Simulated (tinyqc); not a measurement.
Worked calculation: Rayleigh-quotient iteration on a symmetric matrix. One step of it, computed by the program tinyqc.

Problem. Step 1. solve (A - shift) w = v; v' = w/|w| with its largest component positive (the first on a tie); lambda = v'^T A v'; the next shift is lambda.

A:
$$\begin{pmatrix}
2.344000 & 0.151000 & -0.007000 \\
0.151000 & 5.091000 & 0.129000 \\
-0.007000 & 0.129000 & 5.390000
\end{pmatrix}$$

vector v at the start: [0.577350, 0.577350, 0.577350]

shift = -0.460000

Give: vector after step 1; Rayleigh quotient after step 1.

Solution.

vector after step 1: [0.8271, 0.3963, 0.3985]

Rayleigh quotient after step 1 = 3.3942
